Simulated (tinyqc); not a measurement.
Finite square well with mass mismatch (envelope functions), step by step. Values are carried at full precision from step to step, so a last printed digit may differ when a step is redone from the rounded ones.

A square well of width L and depth V0, mass mw inside and mb outside, energies from the bottom of the well, c = hbar^2/2m0. k = sqrt(mw E/c), kappa = sqrt(mb (V0 - E)/c). psi and psi'/m are continuous at the walls (BenDaniel-Duke), so level n solves k L + 2 atan[(k/mw)/(kappa/mb)] = n pi.

Constants: hbar^2/2m0 = 3.80998211 eV angstrom^2.

Parameters, chosen for this exercise (near those of an InGaAs well in InAlAs; not measured data): L = 172 angstrom (well width); V0 = 0.504 eV (barrier height); mw = 0.0421 m0 (mass in the well); mb = 0.0768 m0 (mass in the barrier); alpha_w = 1.07 1/eV (non-parabolicity in the well); alpha_b = 0.57 1/eV (non-parabolicity in the barrier).

## How many levels are bound

At E = V0 the arctangent equals pi/2, so level n is bound if k0 L > (n - 1) pi with k0 = sqrt(mw V0/c). Compare with the infinitely deep well, E1(hard) = c (pi/L)^2/mw.

k0 = 0.07463 1/angstrom
k0 L/pi = 4.0858
number of bound levels = 5
E1(hard) = 0.0302 eV

The count does not depend on mb. One more level binds at L = 210.5 angstrom.

## The lowest level by bisection

f(E) = k L + 2 atan[(k/mw)/(kappa/mb)] - pi rises with E. Twelve halvings of [0, V0]: keep the half in which f changes sign.

Bisection:
```
step  low (eV)  high (eV)  midpoint (eV)        k    kappa        f
1      0.00000    0.50400        0.25200  0.05277  0.07127   7.8016
2      0.00000    0.25200        0.12600  0.03731  0.08729   4.6009
3      0.00000    0.12600        0.06300  0.02638  0.09428   2.3406
4      0.00000    0.06300        0.03150  0.01866  0.09759   0.7385
5      0.00000    0.03150        0.01575  0.01319  0.09921  -0.3966
6      0.01575    0.03150        0.02363  0.01616  0.09840   0.2195
7      0.01575    0.02363        0.01969  0.01475  0.09881  -0.0730
8      0.01969    0.02363        0.02166  0.01547  0.09860   0.0766
9      0.01969    0.02166        0.02067  0.01511  0.09871   0.0027
10     0.01969    0.02067        0.02018  0.01493  0.09876  -0.0349
11     0.02018    0.02067        0.02043  0.01502  0.09873  -0.0160
12     0.02043    0.02067        0.02055  0.01507  0.09872  -0.0066
```

After twelve halvings the bracket is V0/4096 = 0.123 meV wide.

## Bound levels

Solve the condition for each n (six at most). With A = cos(kL/2) for even and sin(kL/2) for odd levels, the probability in the barriers is Pb = (A^2/kappa)/(A^2/kappa + L/2 +/- sin(kL)/(2k)), + for even.

Levels:
```
n  parity  E (eV)  k (1/angstrom)  kappa (1/angstrom)      Pb
1    even  0.0206         0.01510             0.09871  0.0070
2     odd  0.0828         0.03025             0.09214  0.0277
3    even  0.1869         0.04545             0.07994  0.0626
4     odd  0.3313         0.06050             0.05900  0.1243
5    even  0.4968         0.07409             0.01203  0.4860
```

The lowest level lies at 68 % of the infinite-well value and decays into the barrier over 1/kappa = 10.1 angstrom.

## Mass in the plane and density of states

To first order in the in-plane energy, 1/m_par = (1 - Pb)/mw + Pb/mb for each subband. Each adds a step D = m_par/(2 pi c) to the density of states per area (spin included, one valley); 1/angstrom^2 = 1e16/cm^2.

Subbands:
```
n  m_par (m0)  D (1e13/(eV cm^2))
1      0.0422               1.764
2      0.0426               1.781
3      0.0433               1.810
4      0.0446               1.863
5      0.0539               2.253
```

## Levels with energy-dependent masses

Non-parabolic bands: mw is replaced by mw (1 + alpha_w E) and mb by mb (1 - alpha_b (V0 - E)), in k, kappa and the matching condition alike.

Solve the same condition with the energy-dependent masses, and list the shift from the parabolic levels that exist in both.

Levels:
```
n  E (eV)  mass inside  mass outside  shift (meV)
1  0.0214       0.0431        0.0557          0.7
2  0.0810       0.0458        0.0583         -1.8
3  0.1692       0.0497        0.0621        -17.8
4  0.2756       0.0545        0.0668        -55.7
5  0.3915       0.0597        0.0719       -105.3
6  0.5007       0.0647        0.0767            -
```

Level 1 moves by +0.7 meV and level 5 by -105.3 meV. The lighter mass deep in the barrier hardens the wall for low levels; the heavier mass in the well wins higher up. The heavier mass inside raises k at E = V0, which binds further levels (1 of them among the six at most that are listed).

## Checks

- Lowest level by finite differences (200 cells across the well) against the matching condition, eV: both 0.0206.

(tinyqc, `OMP_NUM_THREADS=1 python tinyqc.py 1282069 1282070 out.jsonl`, Intel(R) Xeon(R) Processor @ 2.30GHz, 1 thread, shared host, about 0.02 s.)
